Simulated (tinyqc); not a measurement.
# A and C from the efficiency peak

Question. ABC model of an LED: J = q da (A n + Ba n^2 + Ca n^3), IQE = Ba n^2/(A n + Ba n^2 + Ca n^3), differential lifetime 1/(A + 2 Ba n + 3 Ca n^2). The peak lies at n = sqrt(A/Ca). Given Ba, find n at the peak, A and Ca.

Values chosen for this exercise:

| symbol | value | unit | meaning |
|---|---|---|---|
| Ba | 1.3e-11 | cm^3/s | radiative coefficient of the active layer |
| da | 21 | nm | thickness of the active layer |

Constants: q = 1.602176634e-19 C. Results are converted to the units shown.

peak IQE = 81.311106 %
J at the peak = 0.31234459 A/cm^2

Answer. IQE J = q da Ba n^2 gives n. At the peak A n = Ca n^3, each being half of the non-radiative rate Ba n^2 (1/IQE - 1).

n at the peak = 2.410e17 cm^-3
A = 3.600e5 1/s
Ca = 6.200e-30 cm^6/s

Program tinyqc, `OMP_NUM_THREADS=1 python tinyqc.py 2300008 2300009 out.jsonl`; Intel Xeon 2.30GHz, shared host, one thread, about 0.01 s.
